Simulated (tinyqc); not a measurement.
Three-level Kane dispersion of a narrow-gap semiconductor: sweeps and comparisons. A value that a table varies takes the place of the one given here.

Zero of energy at Gamma8, c = hbar^2/2m0, P^2 = Ep c. The free-electron term and remote bands are left out, so the heavy holes are flat at E = 0 and the other three bands obey E (E - Eg)(E + Dso) = P^2 k^2 (E + 2 Dso/3). The conduction band is the highest root; its edge is Ec = max(Eg, 0).

Degenerate electrons at T = 0: kF = (3 pi^2 n)^(1/3), 1 cm^-3 = 1e-24 angstrom^-3; EF is the highest root at kF. The momentum (cyclotron, optical) mass is m(E) = hbar^2 k/(dE/dk) = c d(k^2)/dE with d(k^2)/dE = k^2 [1/E + 1/(E - Eg) + 1/(E + Dso) - 1/(E + 2 Dso/3)]; the density of states is k d(k^2)/dE/(2 pi^2).

Edge mass m0* = Eg (Eg + Dso)/(Ep (Eg + 2 Dso/3)).
Constants: hbar^2/2m0 = 3.80998211 eV angstrom^2.

Parameters, chosen for this exercise (near those of InAs; the results hold for these values, not for the real material): Eg = 0.401 eV (E(Gamma6) - E(Gamma8)); Dso = 0.4 eV (spin-orbit splitting); Ep = 21.5 eV (Kane energy); k = 0.032 1/angstrom (wave vector); n = 1.5e+17 cm^-3 (electron density).

## Filling the band

n from 1e15 to 1e19 cm^-3. The last column is the local power d ln(EF - Ec)/d ln n = kF^2/(1.5 (EF - Ec) d(k^2)/dE).

Results:

| n (cm^-3) | kF (1/angstrom) | EF - Ec (meV) | parabolic (meV) | m(EF) | m(EF)/m0* | power |
|---|---|---|---|---|---|---|
| 1.0e+15 | 0.00309 | 1.6 | 1.6 | 0.0225 | 1.01 | 0.664 |
| 1.0e+16 | 0.00667 | 7.4 | 7.6 | 0.0231 | 1.03 | 0.656 |
| 3.0e+16 | 0.00961 | 15.2 | 15.7 | 0.0239 | 1.07 | 0.645 |
| 1.0e+17 | 0.01436 | 32.7 | 35.1 | 0.0256 | 1.15 | 0.624 |
| 3.0e+17 | 0.02071 | 63.9 | 73.0 | 0.0287 | 1.28 | 0.593 |
| 1.0e+18 | 0.03094 | 127.1 | 163.0 | 0.0349 | 1.56 | 0.547 |
| 3.0e+18 | 0.04462 | 226.2 | 339.0 | 0.0445 | 1.99 | 0.502 |
| 1.0e+19 | 0.06665 | 402.6 | 756.4 | 0.0613 | 2.74 | 0.457 |

The power falls from 0.664 to 0.457: 2/3 marks a parabola, 1/3 a linear band. The parabola is within 10 % up to n = 1.0e+17 cm^-3. The mass has doubled by n = 1.0e+19 cm^-3 and ends at 2.7 times its edge value.

## Closing and inverting the gap

Eg is varied at fixed k, Dso and Ep. Edge mass: Eg (Eg + Dso)/(Ep (Eg + 2 Dso/3)) for Eg > 0, 3 |Eg|/(2 Ep) for Eg < 0. The Gamma6 weight of the conduction state is 1/(1 + P^2 k^2 [(2/3)/E^2 + (1/3)/(E + Dso)^2]).

Results:

| Eg (eV) | m0* | highest root (eV) | middle (eV) | lowest (eV) | E - Ec (meV) | Gamma6 weight |
|---|---|---|---|---|---|---|
| -0.300 | 0.02093 | 0.1429 | -0.2763 | -0.5666 | 142.9 | 0.261 |
| -0.150 | 0.01047 | 0.1907 | -0.2296 | -0.5111 | 190.7 | 0.382 |
| -0.060 | 0.00419 | 0.2288 | -0.1999 | -0.4889 | 228.8 | 0.468 |
| -0.015 | 0.00105 | 0.2509 | -0.1857 | -0.4802 | 250.9 | 0.512 |
| 0.015 | 0.00103 | 0.2667 | -0.1766 | -0.4751 | 251.7 | 0.541 |
| 0.060 | 0.00393 | 0.2919 | -0.1636 | -0.4684 | 231.9 | 0.583 |
| 0.150 | 0.00921 | 0.3480 | -0.1404 | -0.4576 | 198.0 | 0.662 |
| 0.300 | 0.01724 | 0.4555 | -0.1103 | -0.4451 | 155.5 | 0.765 |

The edge mass vanishes with |Eg| from both sides, yet the kinetic energy at this k stays finite, at most 251.7 meV in the table; at Eg = 0 the two-level form, without the split-off band, gives the linear value sqrt(2/3) P k = 236.5 meV. The Gamma6 weight of the conduction state goes smoothly from 0.26 to 0.76 and is 0.51 and 0.54 in the two rows next to Eg = 0: at finite k nothing jumps at the inversion.

## What each parameter does

Edge mass, EF - Ec and m(EF). Each row changes one parameter from the base and keeps the others.

Results:

| case | m0* (m0) | EF - Ec (meV) | m(EF) (m0) |
|---|---|---|---|
| base | 0.02238 | 42.05 | 0.02657 |
| n = 3e+17 cm^-3 | 0.02238 | 63.92 | 0.02874 |
| Eg = 0.4612 eV | 0.02538 | 37.78 | 0.02911 |
| Dso = 0.46 eV | 0.02269 | 41.52 | 0.02689 |
| Ep = 18.275 eV | 0.02632 | 36.18 | 0.03058 |

The largest shifts from the base row, up to three for each result and ties (the steps differ in size, so this ranks the rows, not the parameters). m0* (m0): Ep +0.00395, Eg +0.00300, Dso +0.00032; unchanged at the printed digits by n. EF - Ec (meV): n +21.87, Ep -5.88, Eg -4.28. m(EF) (m0): Ep +0.00400, Eg +0.00254, n +0.00216.

tinyqc: `OMP_NUM_THREADS=1 python tinyqc.py 1080368 1080369 out.jsonl`; about 0.01 s, one thread, shared Intel(R) Xeon(R) Processor @ 2.30GHz.
